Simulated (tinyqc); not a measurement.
Field from the level spacing.

Inverse problem. In a triangular well E_k = a_k (C F^2/mz1)^(1/3), a_1 = 2.338107, a_2 = 4.087949, C = hbar^2/(2 m0), F in eV/nm (1 MV/cm = 0.1 eV/nm). Find F, E_1, the mean distance 2 E_1/(3 F) of the lowest level and the sheet charge eps0 eps_r F/q behind such a field.

Parameters, values chosen for the exercise: relative permittivity eps_r = 16.1; mass along z of valley set A (1 valley(s)) mz1 = 1.59 m0.

Constants: q = 1.602176634e-19 C, hbar = 1.054571817e-34 J s, m0 = 9.1093837015e-31 kg, eps0 = 8.8541878128e-14 F/cm where lengths are in cm, hbar^2/(2 m0) = 0.0380998212 eV nm^2. Results are converted to the units shown.

spacing of the two lowest levels = 43.132118 meV

Answer. The spacing over a_2 - a_1 is the energy scale (C F^2/mz1)^(1/3), which gives F.

F = 0.250 MV/cm
E_1 = 57.6 meV
mean distance = 1.54 nm
sheet charge over q = 2.22e12 cm^-2

Computed by the program tinyqc: `OMP_NUM_THREADS=1 python tinyqc.py 2160015 2160016 out.jsonl`, one thread of a shared Intel Xeon 2.30GHz, about 0.8 s for the whole run.
